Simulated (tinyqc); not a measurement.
Coupled-perturbed Hartree-Fock on RHF in the sto-3g basis, for BeH2, spin multiplicity 1, step by step. One step of it, computed by the program tinyqc.

Question. Coupled step 2. U_ai = -(mu_ai + sum_bj [4 (ai|bj) - (ab|ij) - (aj|bi)] U_bj) / (e_a - e_i); alpha = -4 sum U_ai mu_ai.

U after step 1:
```
,i1,i2,i3
a4,-0.018313,-2.063840,0.000000
a5,0.000000,0.000000,0.000000
a6,-0.001954,-0.153054,0.000000
a7,0.000000,0.000000,0.097980
```

dipole integrals <a|z|i> (bohr):
```
,i1,i2,i3
a4,0.149387,0.962094,0.000000
a5,0.000000,0.000000,0.000000
a6,0.022707,0.070077,0.000000
a7,0.000000,0.000000,-0.105754
```

orbital energies (hartree): MO1 -4.536851, MO2 -0.409165, MO3 -0.364978, MO4 0.211367, MO5 0.213507, MO6 0.337752, MO7 0.658642

Two-electron integrals over orbitals (pq|rs), unique and non-zero (hartree):
```
p,q,r,s,(pq|rs)
1,1,1,1,2.272060
2,1,1,1,-0.185653
2,1,2,1,0.023447
2,2,1,1,0.452675
2,2,2,1,-0.005623
2,2,2,2,0.369262
3,1,3,1,0.004912
3,2,3,1,0.010471
3,2,3,2,0.157038
3,3,1,1,0.411747
3,3,2,1,-0.002289
3,3,2,2,0.380329
3,3,3,3,0.403689
4,1,1,1,0.031198
4,1,2,1,-0.003749
4,1,2,2,0.001884
4,1,3,3,0.001026
4,1,4,1,0.016040
4,2,1,1,-0.017858
4,2,2,1,0.001073
4,2,2,2,0.005053
4,2,3,3,0.007266
4,2,4,1,0.014428
4,2,4,2,0.047572
4,3,3,1,-0.000122
4,3,3,2,0.011421
4,3,4,3,0.013292
4,4,1,1,0.566994
4,4,2,1,-0.007215
4,4,2,2,0.349773
4,4,3,3,0.330283
4,4,4,1,-0.003939
4,4,4,2,-0.022245
4,4,4,4,0.450794
5,1,5,1,0.015740
5,2,5,1,0.014893
5,2,5,2,0.047143
5,3,5,3,0.012012
5,4,5,1,-0.002547
5,4,5,2,-0.006931
5,4,5,4,0.024966
5,5,1,1,0.569186
5,5,2,1,-0.007137
5,5,2,2,0.350474
5,5,3,3,0.330120
5,5,4,1,0.001027
5,5,4,2,-0.008916
5,5,4,4,0.400438
5,5,5,5,0.449859
6,1,1,1,-0.190499
6,1,2,1,0.024553
6,1,2,2,-0.005637
6,1,3,3,-0.002691
6,1,4,1,-0.001724
6,1,4,2,0.003036
6,1,4,4,-0.006526
6,1,5,5,-0.005721
6,1,6,1,0.026094
6,2,1,1,0.139517
6,2,2,1,-0.005823
6,2,2,2,-0.012182
6,2,3,3,-0.039737
6,2,4,1,0.003013
6,2,4,2,-0.004259
6,2,4,4,0.066425
6,2,5,5,0.069912
6,2,6,1,-0.004849
6,2,6,2,0.084059
6,3,3,1,-0.000174
6,3,3,2,-0.091274
6,3,4,3,-0.009826
6,3,6,3,0.087372
6,4,1,1,0.016055
6,4,2,1,0.000182
6,4,2,2,0.000843
6,4,3,3,-0.004292
6,4,4,1,0.015083
6,4,4,2,0.042054
6,4,4,4,-0.000790
6,4,5,5,0.007048
6,4,6,1,0.002479
6,4,6,2,0.018290
6,4,6,4,0.046272
6,5,5,1,0.015892
6,5,5,2,0.045848
6,5,5,4,-0.004158
6,5,6,5,0.048068
6,6,1,1,0.457365
6,6,2,1,-0.006522
6,6,2,2,0.372315
6,6,3,3,0.382589
6,6,4,1,0.006134
6,6,4,2,0.018223
6,6,4,4,0.346280
6,6,5,5,0.349721
6,6,6,1,-0.005610
6,6,6,2,-0.022937
6,6,6,4,0.010828
6,6,6,6,0.392813
7,1,3,1,0.009251
7,1,3,2,0.016973
7,1,4,3,-0.000374
7,1,6,3,0.000487
7,1,7,1,0.017538
7,2,3,1,0.004658
7,2,3,2,-0.038232
7,2,4,3,-0.008958
7,2,6,3,0.062583
7,2,7,1,0.008497
7,2,7,2,0.057494
7,3,1,1,0.151514
7,3,2,1,-0.003874
7,3,2,2,0.001716
7,3,3,3,-0.018132
7,3,4,1,0.000144
7,3,4,2,-0.012277
7,3,4,4,0.071252
7,3,5,5,0.072195
7,3,6,1,-0.003563
7,3,6,2,0.079236
7,3,6,4,0.009837
7,3,6,6,-0.019250
7,3,7,3,0.088337
7,4,3,1,-0.001655
7,4,3,2,-0.019924
7,4,4,3,0.011567
7,4,6,3,0.013017
7,4,7,1,-0.002863
7,4,7,2,0.004114
7,4,7,4,0.019587
7,5,5,3,0.013126
7,5,7,5,0.016995
7,6,3,1,0.009381
7,6,3,2,0.137310
7,6,4,3,0.012503
7,6,6,3,-0.089415
7,6,7,1,0.015664
7,6,7,2,-0.045511
7,6,7,4,-0.017037
7,6,7,6,0.132979
7,7,1,1,0.538958
7,7,2,1,-0.007233
7,7,2,2,0.394400
7,7,3,3,0.409672
7,7,4,1,0.000995
7,7,4,2,0.001373
7,7,4,4,0.375015
7,7,5,5,0.374476
7,7,6,1,-0.007201
7,7,6,2,-0.015698
7,7,6,4,-0.003644
7,7,6,6,0.403933
7,7,7,3,0.005810
7,7,7,7,0.446666
```

Give: U after step 2; polarisability.

Answer.

U after step 2:
```
,i1,i2,i3
a4,-0.011,-2.238,0.000
a5,0.000,0.000,0.000
a6,-0.001,-0.171,0.000
a7,0.000,0.000,0.094
```

polarisability = 8.706 bohr^3
